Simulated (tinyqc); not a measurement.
Line constants from open and short measurements.

Inverse problem. A uniform line of length len, under a quarter wavelength, has Z_open = Zc coth(gamma len) and Z_short = Zc tanh(gamma len); gamma Zc = r + i w l and gamma/Zc = g + i w c, w = 2 pi f. Find r, l and c.

Values chosen for this exercise: length len = 0.47 mm; frequency f = 13 GHz.

Zin with the far end open = 1.04066-186.12891i ohm
Zin with the far end shorted = 3.241300+13.413429i ohm

Answer. The product of the two impedances is Zc^2 and their ratio tanh^2(gamma len); the principal branch holds below a quarter wavelength.

r = 6.58 ohm/mm
l = 0.342 nH/mm
c = 137 pF/m

Computed by the program tinyqc: `OMP_NUM_THREADS=1 python tinyqc.py 2810170 2810171 out.jsonl`, one thread of a shared Intel Xeon 2.30GHz, about 0.01 s for the whole run.
